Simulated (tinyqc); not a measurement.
Oxide trap near a transistor channel: two-state multiphonon kinetics, telegraph noise and bias instability: one step, computed by the program tinyqc.

An n-channel device under positive gate bias. The trap is empty (state 1) or holds an electron (state 2); both states are parabolas of equal curvature, and the electron reservoir is taken at the Fermi level of the channel.

Task: Step height and noise. Charge-sheet step dV = e (t_ox - x)/(eps_ox eps_0 W L); Lorentzian spectrum S(f) = 4 dV^2 tau_0^2/((tau_c + tau_e)(1 + (2 pi f tau_0)^2)); corner 1/(2 pi tau_0); variance dV^2 f_2 (1 - f_2) = dV^2 tau_0/(tau_c + tau_e).

Inputs (values chosen for the exercise, with an insulator like SiO2 on silicon):
```
quantity                         value  unit
insulator constant eps_ox         3.94     -
insulator thickness t_ox           5.2    nm
trap depth x from the interface    1.5    nm
temperature T                      200     K
channel width W                    270    nm
channel length L                    68    nm
frequency f                      10000    Hz
```

Parts treated: one trap and an ensemble.

tau_0 = 6.927703e+07 s

capture time tau_c = 7.748548e+08 s

emission time tau_e = 7.607898e+07 s

Constants: e = 1.602176634e-19 C; eps_0 = 8.8541878128e-12 F/m.

Give: threshold step dV; corner frequency; S(f); root-mean-square noise.

Result:

threshold step dV = 0.9255 mV

corner frequency = 2.297e-09 Hz

S(f) = 1.020e-24 V^2/Hz

root-mean-square noise = 0.2641 mV

f lies above the corner, on the 1/f^2 tail. Random dopants and current percolation, left out here, spread real steps around this value. Caution: at this temperature nuclear tunnelling through such barriers shortens the times below these classical values.
